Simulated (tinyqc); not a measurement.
UKS/LDA (PW92) in the sto-6g basis, for Li, spin multiplicity 2, step by step. One step of it, computed by the program tinyqc.

Problem. Iteration 1: diagonalisation and new density. Diagonalise F' = X^T F X, C = X C', fill 2 alpha and 1 beta electrons from the bottom; D(s) = C_occ C_occ^T. Each column has its largest component positive (the first on a tie).

F(alpha) (hartree):
```
            1Li 1s     1Li 2s    1Li 2px    1Li 2py    1Li 2pz
1Li 1s   -3.503271  -0.735976   0.000000   0.000000   0.000000
1Li 2s   -0.735976  -0.439784   0.000000   0.000000   0.000000
1Li 2px   0.000000   0.000000  -0.187289   0.000000   0.000000
1Li 2py   0.000000   0.000000   0.000000  -0.257935   0.000000
1Li 2pz   0.000000   0.000000   0.000000   0.000000  -0.233522
```

F(beta) (hartree):
```
            1Li 1s     1Li 2s    1Li 2px    1Li 2py    1Li 2pz
1Li 1s   -3.465837  -0.724941   0.000000   0.000000   0.000000
1Li 2s   -0.724941  -0.407560   0.000000   0.000000   0.000000
1Li 2px   0.000000   0.000000  -0.171452   0.000000   0.000000
1Li 2py   0.000000   0.000000   0.000000  -0.192936   0.000000
1Li 2pz   0.000000   0.000000   0.000000   0.000000  -0.217685
```

X:
```
            1Li 1s     1Li 2s   1Li 2px   1Li 2py   1Li 2pz
1Li 1s    1.021726  -0.122153  0.000000  0.000000  0.000000
1Li 2s   -0.122153   1.021726  0.000000  0.000000  0.000000
1Li 2px   0.000000   0.000000  1.000000  0.000000  0.000000
1Li 2py   0.000000   0.000000  0.000000  1.000000  0.000000
1Li 2pz   0.000000   0.000000  0.000000  0.000000  1.000000
```

Give: F' = X^T F X; orbital energies; coefficients C; F' = X^T F X; orbital energies; coefficients C; D(alpha) after iteration 1; D(beta) after iteration 1.

Solution.

F' = X^T F X (alpha) (hartree):
```
         1        2        3        4        5
1  -3.4800  -0.2872   0.0000   0.0000   0.0000
2  -0.2872  -0.3277   0.0000   0.0000   0.0000
3   0.0000   0.0000  -0.1873   0.0000   0.0000
4   0.0000   0.0000   0.0000  -0.2579   0.0000
5   0.0000   0.0000   0.0000   0.0000  -0.2335
```

orbital energies (alpha) (hartree): MO1 -3.5059, MO2 -0.3017, MO3 -0.2579, MO4 -0.2335, MO5 -0.1873

coefficients C (alpha):
```
             MO1      MO2     MO3     MO4     MO5
1Li 1s    1.0066  -0.2136  0.0000  0.0000  0.0000
1Li 2s   -0.0297   1.0286  0.0000  0.0000  0.0000
1Li 2px   0.0000   0.0000  0.0000  0.0000  1.0000
1Li 2py   0.0000   0.0000  1.0000  0.0000  0.0000
1Li 2pz   0.0000   0.0000  0.0000  1.0000  0.0000
```

F' = X^T F X (beta) (hartree):
```
         1        2        3        4        5
1  -3.4432  -0.2842   0.0000   0.0000   0.0000
2  -0.2842  -0.2962   0.0000   0.0000   0.0000
3   0.0000   0.0000  -0.1715   0.0000   0.0000
4   0.0000   0.0000   0.0000  -0.1929   0.0000
5   0.0000   0.0000   0.0000   0.0000  -0.2177
```

orbital energies (beta) (hartree): MO1 -3.4686, MO2 -0.2708, MO3 -0.2177, MO4 -0.1929, MO5 -0.1715

coefficients C (beta):
```
             MO1      MO2     MO3     MO4     MO5
1Li 1s    1.0068  -0.2128  0.0000  0.0000  0.0000
1Li 2s   -0.0305   1.0285  0.0000  0.0000  0.0000
1Li 2px   0.0000   0.0000  0.0000  0.0000  1.0000
1Li 2py   0.0000   0.0000  0.0000  1.0000  0.0000
1Li 2pz   0.0000   0.0000  1.0000  0.0000  0.0000
```

D(alpha) after iteration 1:
```
          1Li 1s   1Li 2s  1Li 2px  1Li 2py  1Li 2pz
1Li 1s    1.0588  -0.2496   0.0000   0.0000   0.0000
1Li 2s   -0.2496   1.0588   0.0000   0.0000   0.0000
1Li 2px   0.0000   0.0000   0.0000   0.0000   0.0000
1Li 2py   0.0000   0.0000   0.0000   0.0000   0.0000
1Li 2pz   0.0000   0.0000   0.0000   0.0000   0.0000
```

D(beta) after iteration 1:
```
          1Li 1s   1Li 2s  1Li 2px  1Li 2py  1Li 2pz
1Li 1s    1.0136  -0.0307   0.0000   0.0000   0.0000
1Li 2s   -0.0307   0.0009   0.0000   0.0000   0.0000
1Li 2px   0.0000   0.0000   0.0000   0.0000   0.0000
1Li 2py   0.0000   0.0000   0.0000   0.0000   0.0000
1Li 2pz   0.0000   0.0000   0.0000   0.0000   0.0000
```
